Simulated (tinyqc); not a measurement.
Worked calculation: ROHF in the sto-6g basis, for H4+, spin multiplicity 2. One step of it, computed by the program tinyqc.

Problem. Iteration 3: DIIS coefficients. Solve [B -1; -1 0][c; lambda] = [0; -1] for the coefficients, which sum to one.

B (overlaps of the stored error matrices), lower triangle:
```
                1               2              3
1   2.8911234e-02
2  -2.4385974e-03   2.1091554e-04
3   6.6081752e-05  -3.7461028e-06  7.9458487e-07
```

Give: DIIS coefficients.

Solution.

DIIS coefficients: -0.0511  -0.5619  1.6130
